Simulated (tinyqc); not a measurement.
One-electron ion in a basis of Gaussians, step by step. One step of it, computed by the program tinyqc.

Problem. Generalised eigenproblem. Solve H C = S C e through S^(-1/2); each column has its largest component positive (the first on a tie).

H = T + V (hartree):
```
           1          2          3          4          5
1  -1.221445  -1.372693  -1.315905  -1.109812  -0.870203
2  -1.372693  -1.670128  -1.841588  -2.010264  -1.862318
3  -1.315905  -1.841588  -1.046919  -0.988972  -2.245497
4  -1.109812  -2.010264  -0.988972   5.117049   6.516575
5  -0.870203  -1.862318  -2.245497   6.516575  33.803188
```

S:
```
          1         2         3         4         5
1  1.000000  0.763450  0.392194  0.169031  0.068620
2  0.763450  1.000000  0.763422  0.392260  0.169010
3  0.392194  0.763422  1.000000  0.763533  0.392237
4  0.169031  0.392260  0.763533  1.000000  0.763394
5  0.068620  0.169010  0.392237  0.763394  1.000000
```

Give: eigenvalues of S; eigenvalues; coefficients.

Solution.

eigenvalues of S: 0.042  0.154  0.501  1.386  2.918

eigenvalues (hartree): -1.997  -0.311  2.963  17.903  77.665

coefficients:
```
       1       2       3       4       5
1  0.182   1.469  -0.951   0.396  -0.177
2  0.577  -1.002   2.271  -1.262   0.575
3  0.294  -0.104  -1.764   2.305  -1.266
4  0.069  -0.064   0.106  -1.951   2.143
5  0.025  -0.010  -0.069   0.130  -1.805
```

For Z = 2 and l = 0 the exact lowest level is -Z^2/(2 n^2) with n = l + 1: -2.000000 hartree.
